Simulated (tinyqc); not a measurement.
Inside a calculation. Model: surface potential of a MOS transistor: implicit equation and explicit approximations.

Numbers from tinyqc (`OMP_NUM_THREADS=1 python tinyqc.py 2122072 2122073 out.jsonl`; about 0.01 s on one thread of a shared Intel Xeon 2.30GHz). Printed values are rounded.

p-type body, charge-sheet picture, depletion and inversion only, full ionisation (an idealisation for deep acceptors), Boltzmann statistics (rough once Na exp(x - xn) passes about Nc/7). In units of Vt: xg = (Vg - Vfb)/Vt, x = psi/Vt, G = gamma/sqrt(Vt), xn = (2 phiF + Vc)/Vt. The implicit equation is (xg - x)^2 = G^2 [x - 1 + exp(x - xn)] for x above about 3. Cox = eps0 eox/tox.

Values chosen for this exercise; band and dielectric values those of a made-up semiconductor: temperature T = 300 K; band gap Eg = 0.886 eV; relative permittivity eps_r = 10.8; conduction-band density of states at T Nc = 2.58e19 cm^-3; valence-band density of states at T Nv = 2.34e19 cm^-3; relative permittivity of the gate insulator (close to aluminium oxide) eox = 9.15; insulator thickness tox = 35 nm; acceptor density Na = 1.3e17 cm^-3; flat-band voltage Vfb = -0.72 V; channel-body voltage Vc = 0.2 V; gate-body voltage Vg = 1.47 V.

Constants: q = 1.602176634e-19 C, kB = 1.380649e-23 J/K, Vt = kB T/q, eps0 = 8.8541878128e-14 F/cm where lengths are in cm. Results are converted to the units shown.

Range of the model: The electron quasi-Fermi level lies less than 2 Vt below the band edge at the surface, or above it, where degeneracy and confinement, left out, matter.

## Scales

ni = sqrt(Nc Nv) exp(-Eg/(2 Vt)), Eg in volts; phiF = Vt ln(Na/ni); gamma = sqrt(2 q eps0 eps_r Na)/Cox; VT = Vfb + Vt (xn + G sqrt(xn - 1)).

phiF = 0.3074896 V
gamma = 0.8622364 V^0.5
G = 5.362648
xn = 31.52480
VT = 0.8609282 V
xg = 84.71298

## Explicit approximation

Depletion value a = 1 + [sqrt(G^2/4 + xg - 1) - G/2]^2; inversion value b = xn + ln[(xg - xn)^2/G^2 - xn + 1] and first guess y = min(a, b) - ln(1 + exp(-|a - b|)) if a > xn + 1, else b = y = a; one second-order correction with D = exp(y - xn), p = 2 (xg - y) + G^2 (1 + D), w = (xg - y)^2 - G^2 (y - 1 + D): z = y + 2 w/(p + sqrt(p^2 - 2 (2 - G^2 D) w)), or the Newton step z = y + w/p where the root is not real.

a = 47.96300
b = 35.74206
y = 35.74206
p = 2077.841
w = -552.1010
z = 35.43095

The root of the implicit equation is x = 35.4368; y misses it by 0.31 and z by -0.0058, in units of Vt.

## Starting value

x = y rounded to two decimals.

x at the start = 35.74

## Iteration 1: new x

D = exp(x - xn), f = (xg - x)^2 - G^2 (x - 1 + D), f' = -2 (xg - x) - G^2 (1 + D), x(new) = x - f/f'.

D = 67.70747
f = -547.8304
f' = -2073.835
x after iteration 1 = 35.47584

## Iteration 2: new x

As before.

D = 51.98907
f = -62.26054
f' = -1622.334
x after iteration 2 = 35.43746

## Course of the iteration

Stop when the step is below 1e-11, or after 60 iterations.

Course of the iteration:
```
iteration  x before the step      step
1                      35.74    -0.264
2                   35.47584   -0.0384
3                   35.43746  -6.93e-4
4                   35.43677  -2.20e-7
5                   35.43677   < 1e-13
```

Converged in 5 iterations.

## Potential, charges and gate control

converged x = 35.43677

psi = Vt x; N_dep = Cox Vt G sqrt(x - 1)/q; N_inv = (Cox Vt G/q) [sqrt(x - 1 + exp(x - xn)) - sqrt(x - 1)]; dpsi/dVg = 1/[1 + G^2 (1 + exp(x - xn))/(2 (xg - x))].

psi = 0.9161113 V
N_dep = 1.175374e12 cm^-2
N_inv = 6.6507e11 cm^-2
dpsi/dVg = 0.06296782

psi lies 3.9 Vt above 2 phiF + Vc.
